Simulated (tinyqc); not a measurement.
From results back to parameters: Weaire-Thorpe hybrids on a Bethe lattice: gap and dangling bond of an amorphous tetrahedral solid. Three cases, with inputs chosen for the exercise.

Problem. In the Weaire-Thorpe model the two p-like peaks lie at -V2 + V1 and V2 + V1, and the guaranteed gap is 2 V2 - 4 V1. The peak positions come from hidden V1 and V2.

Find: V1, V2; guaranteed gap; lowest possible level -3 V1 - V2.

Method. The mean of the peaks is V1 and half their distance V2.

Case 1.

peaks (eV): bonding -2.620, antibonding 6.040

Solution.

V1, V2 (eV): 1.71  4.33

guaranteed gap = 1.82 eV
lowest possible level -3 V1 - V2 = -9.46 eV

Case 2.

peaks (eV): bonding -2.870, antibonding 6.290

Solution.

V1, V2 (eV): 1.71  4.58

guaranteed gap = 2.32 eV
lowest possible level -3 V1 - V2 = -9.71 eV

Case 3.

peaks (eV): bonding -2.550, antibonding 6.110

Solution.

V1, V2 (eV): 1.78  4.33

guaranteed gap = 1.54 eV
lowest possible level -3 V1 - V2 = -9.67 eV

Computed by tinyqc, one run a case: `OMP_NUM_THREADS=1 python tinyqc.py N N+1 out.jsonl` with N = 1452586, 1452637, 1452786; one thread of a shared Intel(R) Xeon(R) Processor @ 2.30GHz, about 0.03 s a run at most.
